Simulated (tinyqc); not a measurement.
Comparisons within one model: standing waves and exposure in a photoresist film. A value that a table varies takes the place of the one given here.

Normal incidence from air. Unexposed resist: N1 = n1 + i k1 with k1 = (A + B) lam/(4 pi), lam in micrometres. r01 = (1 - N1)/(1 + N1), t01 = 2/(1 + N1). Substrate Ns = ns + i ks: r12 = (N1 - Ns)/(N1 + Ns). With p = exp(2 pi i N1 d/lam), the field at depth z is E(z) = t01 [exp(2 pi i N1 z/lam) + r12 p^2 exp(-2 pi i N1 z/lam)]/(1 + r01 r12 p^2), the relative intensity I(z) = n1 |E(z)|^2 and the reflectance R = |(r01 + r12 p^2)/(1 + r01 r12 p^2)|^2.

Inputs chosen for the exercise (a resist on Si, indices near tabulated ones; not measured data):
```
symbol  value  unit          meaning
lam     248    nm            vacuum wavelength
n1      1.76                 resist index
A       0.08   1/micrometre  bleachable absorption (Dill A)
B       0.58   1/micrometre  fixed absorption (Dill B)
d       404    nm            resist thickness
ns      1.545                substrate n
ks      3.658                substrate k
```

## Swing of the coupled dose with resist thickness

The mean of I is taken over 800 depths; the relative dose to clear is taken as 1/(mean of I over the lowest period, 60 depths), scaled to 1 in the first row.

Swing:
```
d (nm),R,mean I,relative dose
404.0,0.4832,0.9734,1.000
415.7,0.5249,0.8725,1.092
427.5,0.4408,1.0042,0.933
439.2,0.2309,1.3660,0.690
451.0,0.1084,1.5791,0.610
462.7,0.2871,1.2558,0.781
474.5,0.4573,0.9419,1.039
486.2,0.4993,0.8507,1.130
497.9,0.4150,0.9748,0.972
509.7,0.2059,1.3094,0.728
521.4,0.0885,1.4970,0.649
533.2,0.2639,1.2017,0.822
544.9,0.4323,0.9146,1.078
```

The period is 70.5 nm, six rows. The relative dose swings between 0.610 and 1.130, a ratio (max - min)/mean of 0.586, against the estimate 4 sqrt(|r01|^2 |r12|^2) exp(-(A + B) d) = 0.624 for the oscillating part alone; the ratio from the table also holds the slow rise from absorption, 7.8 % over two periods, so the two are not strictly comparable. The dose is least sensitive to thickness at an extremum; the lowest dose listed is at 451.0 nm.

## What moves the exposure

The mean of I is over 800 depths. Each row changes one parameter from the base and keeps the others.

Results:
```
case,|r12|^2,R,mean I,I at the bottom
base,0.5464,0.4832,0.9734,0.2931
d = 414 nm,0.5464,0.5264,0.8732,0.2678
n1 = 1.778,0.5441,0.5162,0.9049,0.2791
B = 0.78 1/micrometre,0.5446,0.4368,0.9281,0.2743
ks = 3.292,0.4943,0.4609,0.9447,0.3272
ns = 1.7,0.5222,0.4681,0.9683,0.2834
```

The largest shifts from the base row, up to three for each result and ties (the steps differ in size, so this ranks the rows, not the parameters). |r12|^2: ks -0.0521, ns -0.0242, n1 -0.0023; unchanged at the printed digits by d. R: B -0.0464, d +0.0432, n1 +0.0330. mean I: d -0.1002, n1 -0.0684, B -0.0452. I at the bottom: ks +0.0341, d -0.0254, B -0.0188.

Computed by tinyqc, a small Python program: `OMP_NUM_THREADS=1 python tinyqc.py 1652081 1652082 out.jsonl` (the numbers bound the seed that draws the inputs); one thread of a shared host (Intel(R) Xeon(R) Processor @ 2.30GHz), about 0.01 s for the whole set of steps.
